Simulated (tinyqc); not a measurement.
MP2 on RHF in the 6-31g basis, for H2, spin multiplicity 1, step by step. One step of it, computed by the program tinyqc.

Question. Second-order Moller-Plesset energy. E2 = sum_ijab (ia|jb) [2 (ia|jb) - (ib|ja)] / (e_i + e_j - e_a - e_b) over occupied i, j and virtual a, b; the opposite-spin part is (ia|jb)^2 / denominator, the rest is same-spin, and SCS-MP2 scales them by 6/5 and 1/3.

orbital energies (hartree): MO1 -0.614716, MO2 0.254289, MO3 0.746380, MO4 1.490722

Two-electron integrals over orbitals (pq|rs), unique and non-zero (hartree):
```
(11|11) 0.673547    (21|21) 0.073452    (22|11) 0.431514    (22|22) 0.382806
(31|11) 0.175093    (31|22) 0.045666    (31|31) 0.112270    (32|21) -0.024097
(32|32) 0.037840    (33|11) 0.538259    (33|22) 0.377391    (33|31) 0.119229
(33|33) 0.461405    (41|21) -0.077795   (41|32) -0.015007   (41|41) 0.143997
(42|11) -0.143298   (42|22) -0.050832   (42|31) -0.070121   (42|33) -0.093072
(42|42) 0.063239    (43|21) -0.074477   (43|32) 0.002964    (43|41) 0.120552
(43|43) 0.116357    (44|11) 0.688451    (44|22) 0.440123    (44|31) 0.208183
(44|33) 0.556365    (44|42) -0.166777   (44|44) 0.768677
```

Hartree-Fock energy = -1.12477780 hartree

Give: Terms; Pair energies; MP2 correlation energy; SCS-MP2 correlation energy; MP2 total energy.

Answer.

Terms:

| i | j | a | b | (ia\|jb) | (ib\|ja) | denominator | term |
|---|---|---|---|---|---|---|---|
| 1 | 1 | 4 | 4 | 0.1440 | 0.1440 | -4.2109 | -0.0049 |
| 1 | 1 | 3 | 3 | 0.1123 | 0.1123 | -2.7222 | -0.0046 |
| 1 | 1 | 2 | 2 | 0.0735 | 0.0735 | -1.7380 | -0.0031 |
| 1 | 1 | 2 | 4 | -0.0778 | -0.0778 | -2.9744 | -0.0020 |
| 1 | 1 | 4 | 2 | -0.0778 | -0.0778 | -2.9744 | -0.0020 |

Pair energies (hartree; pair i-j sums ij and ji):

| pair | opposite spin | same spin |
|---|---|---|
| 1-1 | -0.0167 | 0.0000 |

MP2 correlation energy = -0.016728 hartree

SCS-MP2 correlation energy = -0.020074 hartree

MP2 total energy = -1.141506 hartree
